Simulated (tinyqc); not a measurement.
What moves the results: BHZ model on a square lattice (one spin block). A value that a table varies takes the place of the one given here.

h(k) = e0 + d.s with s the Pauli matrices in the basis (E, H), k in units of 1/a: dx = (A/a) sin kx, dy = (A/a) sin ky, dz = M - (2B/a^2)(2 - cos kx - cos ky), e0 = -(2D/a^2)(2 - cos kx - cos ky). The other spin block is h*(-k). For small k this is the continuum model with dz = M - B k^2.

Inputs chosen for the exercise (of the size used for HgTe wells; shifted at random, so the results belong to these values and not to a real crystal):
```
symbol  value         unit           meaning
A       3.57          eV angstrom
B       -74.3         eV angstrom^2
D       -49.5         eV angstrom^2
a       40            angstrom       grid spacing
M       0.0293        eV             mass term
k       (0.43, 0.19)  1/a            wave vector
```

## Through the transition

M is varied. Direct gap at Gamma 2|M|; smallest direct gap on kx = 0 to 1 in steps of 0.01; nu = 1 for M/B > 0, else 0; middle gap of a ribbon of 40 rows at kx = 0 (block (A/a) sy/(2i) + (B/a^2) sz + D/a^2 between rows, hard walls).

Against M (meV):
```
M    2|M|  smallest direct gap  nu  ribbon gap
-40  80.0                80.00   1       0.000
-25  50.0                50.00   1       0.005
-15  30.0                30.00   1       0.153
-8   16.0                16.00   1       1.139
-3    6.0                 6.00   1       3.806
3     6.0                 6.00   0      11.185
8    16.0                16.00   0      19.633
15   30.0                30.00   0      32.628
30   60.0                60.00   0      61.769
```

With B < 0, negative M is inverted. There edge states cross the bulk gap: the ribbon gap is 0.005 against 50.0 meV at M = -25 meV, and 3.806 against 6.0 at -3 meV, while for positive M confinement raises it above 2|M| (32.63 against 30 meV at M = 15 meV). The smallest direct gap stays at Gamma on all rows.

## What each parameter does

Levels at k and dz there. Each row changes one parameter from the base and keeps the others.

Results:
```
case                      lower (meV)  upper (meV)  dz (meV)
base                          -50.023       63.516    39.426
A = 3.927 eV angstrom         -53.030       66.522    39.426
B = -81.73 eV angstrom^2      -50.731       64.224    40.439
D = -39.6 eV angstrom^2       -51.373       62.167    39.426
M = 0.0343 eV                 -53.603       67.096    44.426
a = 42 angstrom               -48.602       60.840    38.485
```

The largest shifts from the base row, up to three for each result and ties (the steps differ in size, so this ranks the rows, not the parameters). lower (meV): M -3.580, A -3.006, a +1.422. upper (meV): M +3.580, A +3.006, a -2.676. dz (meV): M +5.000, B +1.013, a -0.941; unchanged at the printed digits by A and D. D shifts both levels alike and leaves the states, so it cannot change the topology while the gap stays open.

(tinyqc, `OMP_NUM_THREADS=1 python tinyqc.py 1451304 1451305 out.jsonl`, Intel(R) Xeon(R) Processor @ 2.30GHz, 1 thread, shared host, about 0.07 s.)
